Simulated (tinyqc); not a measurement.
Nucleation and growth of vacancy voids in a cooling silicon-like crystal. From one set of inputs to another, one input at a time. Computed by tinyqc, a small Python program. Command: `OMP_NUM_THREADS=1 python tinyqc.py 3000676 3000677 out.jsonl voids ladder`. One thread of a shared host (Intel(R) Xeon(R) Processor @ 2.30GHz), about 0.2 s of CPU time with the checks.

Spherical voids; vacancies are lost only to voids.

The inputs printed are set A. Inputs not listed in the table keep their values of set A, so the rows need not describe a real material.

Inputs (values chosen for the exercise, for a model crystal):

| quantity | value | unit |
|---|---|---|
| vacancy density at the melting point C_m | 8.3e+14 | 1/cm^3 |
| formation energy E_f | 3.94 | eV |
| melting point T_m | 1685 | K |
| diffusion prefactor D0 | 0.0015 | cm^2/s |
| migration energy E_m | 0.42 | eV |
| site density rho | 5e+22 | 1/cm^3 |
| void surface energy gamma | 0.804 | J/m^2 |
| cooling rate q | 2.7 | K/min |
| ratio (V/G)/xi_c | 1.78 | - |
| limit of the excess at high V/G | 2.5e+14 | 1/cm^3 |
| temperature of the worked step T | 1395 | K |
| temperature step | 0.25 | K |

Vacancy supply: from V/G.

Constants: k_B = 8.617333262e-05 eV/K; k_B = 1.380649e-23 J/K; e = 1.602176634e-19 C.

Method:
- C = C_x (u - 1)/(u + 0.2) with u = (V/G)/xi_c, a form chosen for the exercise.
- C_e = C_m exp[-(E_f/k_B)(1/T - 1/T_m)]; D = D0 exp(-E_m/(k_B T)); f = k_B T ln(C/C_e); r* = 2 gamma/(rho f); W* = 16 pi gamma^3/(3 rho^2 f^2); Z = f/sqrt(12 pi W* k_B T); I = rho Z (4 pi r* D C) exp(-W*/(k_B T)).
- March down from 1500 K in steps dT, dt = dT/q, with values at the upper end of each step: a class of I dt voids is born with r*; then all classes grow by r^2 += 2 D (C - C_e) dt/rho; C falls by the vacancies added to voids. Stop at 1150 K. T_n is the T of the largest I, N the final count (classes under 1e-6 /cm^3 are dropped), and the mean radius the number average.

Each row keeps all changes above it:

| input moved | from | to | void density N (1/cm^3) | rate I (1/(cm^3 s)) | W*/(k_B T) |
|---|---|---|---|---|---|
| set A | - | - | 1.0491e+06 | 7.8302e+07 | 39.587 |
| cooling rate q (K/min) | 2.7 | 1.3 | 3.5787e+05 | 7.8302e+07 | 39.587 |
| limit of the excess at high V/G (1/cm^3) | 2.5e+14 | 2.2e+14 | 3.9281e+05 | 3.1457e+06 | 42.636 |
| ratio (V/G)/xi_c | 1.78 | 1.42 | 5.3290e+05 | 4.5794e+00 | 55.526 |
| void surface energy gamma (J/m^2) | 0.804 | 0.93 | 5.3189e+05 | 2.6436e-13 | 85.936 |
| vacancy density at the melting point C_m (1/cm^3) | 8.3e+14 | 5.5e+14 | 4.7779e+05 | 1.0610e-04 | 66.256 |
| formation energy E_f (eV) | 3.94 | 3.84 | 4.7620e+05 | 2.5161e-07 | 72.257 |
| diffusion prefactor D0 (cm^2/s) | 0.0015 | 0.00084 | 1.1232e+06 | 1.4090e-07 | 72.257 |

Void density N goes from 1.05e6 to 1.12e6, a factor 1.07 in all. The largest single move comes from cooling rate q (a factor 0.341), but it runs against the net change; the largest move in the direction of the net change is diffusion prefactor D0 (a factor 2.36). Rate I goes from 7.83e7 to 1.41e-7, a factor 1.80e-15 in all. The largest single move comes from void surface energy gamma (a factor 5.77e-14), and vacancy density at the melting point C_m works against it (a factor 4.01e8). W*/(k_B T) goes from 39.6 to 72.3, a factor 1.83 in all. The largest single move comes from void surface energy gamma (a factor 1.55), and vacancy density at the melting point C_m works against it (a factor 0.771). The single moves hold for this order of the switches; the total does not depend on the order.

Extremes, crossings and ranges named in words are read from the listed rows.
